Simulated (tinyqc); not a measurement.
# One-diode model of a solar cell: what changes with what

J is the current delivered and Vj = V + J Rs the junction voltage. J = X JL - J01 (exp(Vj/(n1 Vt)) - 1) - Vj/Rp. The photocurrent does not depend on voltage.

Parameters, values chosen for the exercise; values of the order met in cells of silicon:
```
symbol    value      unit                          meaning
T        298.15         K                      temperature
JL           41   mA/cm^2          photocurrent at one sun
X            50      suns                    concentration
J01     1.2e-10    A/cm^2  saturation current of the diode
n1         1.21               ideality factor of the diode
Rs        0.021  ohm cm^2                series resistance
Rp          500  ohm cm^2                 shunt resistance
Pin         100   mW/cm^2        incident power at one sun
```

Constants: q = 1.602176634e-19 C, kB = 1.380649e-23 J/K, Vt = kB T/q. Results are converted to the units shown.

Each table varies one quantity; the others keep the values above.

## Effect of the series resistance

Jsc at V = 0, Voc at J = 0, the maximum power point where J (1 + 2 Rs G) = G Vj with G = -dJ/dVj; FF = Vmp Jmp/(Voc Jsc); efficiency Vmp Jmp/(X Pin). Empirical fill factor without parasitics FF0 = (v - ln(v + 0.72))/(v + 1), v = Voc/(n1 Vt).

The same in every row: Voc (V) = 0.7325; FF0 = 0.8294.

Result of one run:

| Rs (ohm cm^2) | Jsc (mA/cm^2) | Vmp (V) | Jmp (mA/cm^2) | FF | efficiency (%) |
|---|---|---|---|---|---|
| 0.024 | 2050 | 0.5950 | 1939 | 0.7683 | 23.07 |

What becomes of these results when the series resistance Rs is changed from 0.024 to 0 ohm cm^2, all else the same?

Result of the changed run:

| Rs (ohm cm^2) | Jsc (mA/cm^2) | Vmp (V) | Jmp (mA/cm^2) | FF | efficiency (%) |
|---|---|---|---|---|---|
| 0 | 2050 | 0.6371 | 1953 | 0.8288 | 24.89 |

The whole series:

| Rs (ohm cm^2) | Jsc (mA/cm^2) | Vmp (V) | Jmp (mA/cm^2) | FF | efficiency (%) |
|---|---|---|---|---|---|
| 0 | 2050 | 0.6371 | 1953 | 0.8288 | 24.89 |
| 0.001 | 2050 | 0.6353 | 1953 | 0.8263 | 24.81 |
| 0.0022 | 2050 | 0.6332 | 1952 | 0.8232 | 24.72 |
| 0.0049 | 2050 | 0.6284 | 1951 | 0.8164 | 24.52 |
| 0.011 | 2050 | 0.6176 | 1947 | 0.8010 | 24.05 |
| 0.024 | 2050 | 0.5950 | 1939 | 0.7683 | 23.07 |
| 0.054 | 2050 | 0.5445 | 1914 | 0.6941 | 20.84 |
| 0.12 | 2050 | 0.4492 | 1807 | 0.5407 | 16.23 |

As Rs goes from 0 to 0.12, Voc stays at 0.732 V, FF falls from 0.829 to 0.541 and the efficiency falls from 24.9 to 16.2 %. Voc does not depend on Rs, since no current flows through it at open circuit; between the first two rows FF drops by 1.09 times rs = Rs Jsc/Voc in relative terms.

## Effect of the saturation current of the diode

Same model as above.

The same in every row: Jsc (mA/cm^2) = 2050.

Effect of the saturation current of the diode:

| J01 (A/cm^2) | Voc (V) | Vmp (V) | Jmp (mA/cm^2) | FF | efficiency (%) | FF0 |
|---|---|---|---|---|---|---|
| 1e-12 | 0.8813 | 0.7419 | 1961 | 0.8055 | 29.10 | 0.8511 |
| 1e-11 | 0.8097 | 0.6735 | 1953 | 0.7924 | 26.30 | 0.8415 |
| 1e-10 | 0.7381 | 0.6055 | 1942 | 0.7771 | 23.52 | 0.8304 |
| 1e-9 | 0.6665 | 0.5380 | 1928 | 0.7592 | 20.75 | 0.8174 |
| 1e-8 | 0.5950 | 0.4709 | 1911 | 0.7379 | 18.00 | 0.8019 |
| 1e-7 | 0.5234 | 0.4046 | 1888 | 0.7121 | 15.28 | 0.7833 |

What does the table show?

As J01 goes from 1e-12 to 1e-7, Voc falls from 0.881 to 0.523 V, FF falls from 0.805 to 0.712 and the efficiency falls from 29.1 to 15.3 %. Voc changes by -71.6 mV a decade between the last two rows and -71.6 mV between the first two.

tinyqc, about 0.01 s, one thread, Intel Xeon 2.30GHz (shared host): `OMP_NUM_THREADS=1 python tinyqc.py 2280109 2280110 out.jsonl`
